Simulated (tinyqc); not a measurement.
## Bulk resistivity and mean free path from two films

Inverse problem. In the thick-film limit single-crystal films obey rho = rho0 (1 + 3 (1 - ps) lam/(8 d)). Find rho0, lam and the product rho0 lam.

Parameters, values chosen for the exercise: specular share of surface scattering ps = 0.

rho at d = 88 and 260 nm (uohm cm): 1.9701463  1.7848187

Solution. rho is a straight line in 1/d: the intercept is rho0 and the slope (3/8)(1 - ps) rho0 lam. Without ps only the product (1 - ps) lam could be found.

rho0 = 1.690 uohm cm
lam = 38.90 nm
rho0 lam = 65.74 uohm cm nm

Numbers from tinyqc (`OMP_NUM_THREADS=1 python tinyqc.py 2100003 2100004 out.jsonl`; about 0.01 s on one thread of a shared Intel Xeon 2.30GHz).
